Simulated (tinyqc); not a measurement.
# Worked calculation: read current of a NAND string, cells in series solved by shooting

Numbers from tinyqc (`OMP_NUM_THREADS=1 python tinyqc.py 2142262 2142263 out.jsonl`; about 1 s on one thread of a shared Intel Xeon 2.30GHz). Printed values are rounded.

Cells in series, numbered from 0 at the source line (0 V) to the bit line, each followed by a gap resistance Rg. A cell with gate Vg, threshold VT, source Vs and drain Vd passes I = 2 nf K Vt^2 [F(Vs) - F(Vd)]/(1 + th max(Vg - VT, 0)), F(V) = ln^2(1 + exp((Vg - VT - nf V)/(2 nf Vt))). The selected cell has Vg = Vr, the others Vg = Vp.

Values chosen for this exercise; values of the order met in vertical NAND strings: temperature T = 358 K; gain factor of a cell K = 20 uA/V^2; slope factor nf = 2; mobility reduction factor th = 0.06 1/V; resistance of the gap between cells Rg = 28 kohm; bit-line voltage Vbl = 0.5 V; pass voltage Vp = 7.4 V; read voltage on the selected word line Vr = 4.73 V.

Constants: q = 1.602176634e-19 C, kB = 1.380649e-23 J/K, Vt = kB T/q. Results are converted to the units shown.

## Step 1: node voltages for a trial current

first trial current = 1.2 uA
thresholds from the source end, cell 0 to 5 (V): 2.8  -0.9  4.2  -0.9  4.2  4.2

For a trial current I start at 0 V and, cell by cell (the selected one is cell 0), solve for the drain: sqrt(F(Vd)) = sqrt(F(Vs) - I/k), k = 2 nf K Vt^2/(1 + th max(Vg - VT, 0)), Vd = [Vg - VT - 2 nf Vt ln(exp(sqrt F) - 1)]/nf, then add I Rg.

node voltage after each cell and gap, trial 1, cell 0 to 5 (V): 0.06893501  0.1135617  0.1714171  0.2163287  0.2760190  0.3369097

## Step 2: node voltages for a trial current

second trial current = 1.6 uA

As before.

node voltage after each cell and gap, trial 2, cell 0 to 5 (V): 0.09221568  0.1518093  0.2299162  0.2900315  0.3717495  0.4560026

## Course of the secant iteration

Secant steps on the end voltage less Vbl, from the two trials; a trial above the saturation current of a cell has no solution and is moved halfway to the previous trial. Stop below 1e-9 V.

Course of the iteration:
```
iteration	I (uA)	end voltage - Vbl (V)	halvings
1	1.747775	1.15e-3	0
2	1.744008	-8.59e-6	0
3	1.744035	-1.70e-9	0
4	1.744035	2.00e-15	0
```

Converged in 4 iterations to I = 1.7440 uA. The selected cell takes 10.4 % of the bit-line voltage and the gaps together 58.6 %.
